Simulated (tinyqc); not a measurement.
Memristor with linear dopant drift, Joglekar window: one step of the calculation.

A film of thickness D has a doped share x: R = Ron x + Roff (1 - x), i = v/R, dx/dt = k i F with k = mv Ron/D^2 and F = 1 - (2 x - 1)^(2 p). The drive is v = V0 sin(2 pi f t). The model has no threshold and no heating.

Task. Rate constant, charge and flux scales. k = mv Ron/D^2; R0 = R(x0); without a window the film fills (x = 1) after the charge (1 - x0)/k and the flux (R0^2 - Ron^2)/(2 k (Roff - Ron)); half a period supplies the flux V0/(pi f).

Parameters, values chosen for the exercise:

| symbol | value | unit | meaning |
|---|---|---|---|
| Ron | 500 | ohm | resistance of the fully doped film |
| Roff | 10000 | ohm | resistance of the undoped film |
| D | 15 | nm | film thickness |
| mv | 1.9e-14 | m^2/(V s) | dopant mobility |
| x0 | 0.18 |  | doped share at t = 0 |
| V0 | 0.9 | V | amplitude |
| f | 6 | Hz | frequency |

Wanted: k; R0; charge to fill; flux to fill; flux of half a period.

Result.

k = 4.222e4 1/C
R0 = 8290 ohm
charge to fill = 19.42 uC
flux to fill = 0.08536 V s
flux of half a period = 0.04775 V s

Half a period supplies 55.9 % of the flux to fill.

Computed by the program tinyqc: `OMP_NUM_THREADS=1 python tinyqc.py 2880018 2880019 out.jsonl`, one thread of a shared Intel Xeon 2.30GHz, about 0.1 s for the whole run.
